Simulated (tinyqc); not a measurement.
Worked calculation: defect, radiative and Auger recombination at equal electron and hole densities (ABC model). Values are carried at full precision from step to step, so a last printed digit may differ when a step is redone from the rounded ones.

J/(e d) = Ae n + B n^2 + C n^3 with Ae = A + 4 S/w (four side walls, carriers spread evenly), e = 1.602176634e-19 C, lengths in cm; internal efficiency IQE = B n^2/(Ae n + B n^2 + C n^3); all injected carriers recombine in the layer.

Values chosen for the exercise (orders of magnitude like those quoted for Ge; shifted at random, so the results belong to these values and not to a real crystal):
- A = 27000 1/s (defect rate)
- B = 6.2e-14 cm^3/s (radiative coefficient)
- C = 2.1e-31 cm^6/s (Auger coefficient)
- S = 0 cm/s (recombination velocity of the side walls)
- w = 78 micrometre (side of the square mesa)
- d = 310 nm (active thickness)
- J = 0.05 A/cm^2 (current density)
- ex = 0.3 (extraction efficiency)
- Eph = 0.65 eV (photon energy)

## The efficiency peak

IQE peaks at n_p = sqrt(Ae/C); with Q = B/sqrt(Ae C), IQE_max = Q/(Q + 2).

Ae = 2.700e+04 1/s
n_p = 3.586e+17 1/cm^3
Q = 0.8234
IQE_max = 0.292
J at the peak = 0.136 A/cm^2

The side walls are taken as passivated.

## Carrier density at the given current

G = J/(e d). Newton steps from the smallest of G/Ae, sqrt(G/B) and (G/C)^(1/3); stop when the relative step is below 1e-9.

G = 1.007e+22 1/(cm^3 s)

Newton steps:
```
step  n (1/cm^3)   rate/G  relative step
1     3.6327e+17  2.78703          -0.32
2     2.4734e+17  1.35579          -0.15
3     2.1011e+17  1.02891         -0.017
4     2.0651e+17  1.00025       -0.00015
5     2.0648e+17  1.00000       -1.2e-08
6     2.0648e+17  1.00000       -1.3e-16
```

n = 2.065e+17 1/cm^3

The start is an upper bound and the function is convex, so the steps fall monotonically; 6 are needed.

## Shares, lifetimes and light

Shares of the three paths; lifetime n/G = 1/(Ae + B n + C n^2); differential lifetime 1/(Ae + 2 B n + 3 C n^2) and bandwidth 1/(2 pi tau_d); optical power density ex IQE J Eph/e.

shares: defect 0.5538, radiative 0.2626, Auger 0.1836

lifetime = 2.05e+04 ns
differential lifetime = 1.26e+04 ns
bandwidth = 0.0126 MHz
optical power density = 0.00256 W/cm^2

The defect path is the largest; the device runs below its efficiency peak, where the defect and Auger shares are equal.

## Checks

- Density from Newton steps against bisection (1/cm^3): both 2.0648e+17.

tinyqc: `OMP_NUM_THREADS=1 python tinyqc.py 1652621 1652622 out.jsonl`; about 0.01 s, one thread, shared Intel(R) Xeon(R) Processor @ 2.30GHz.
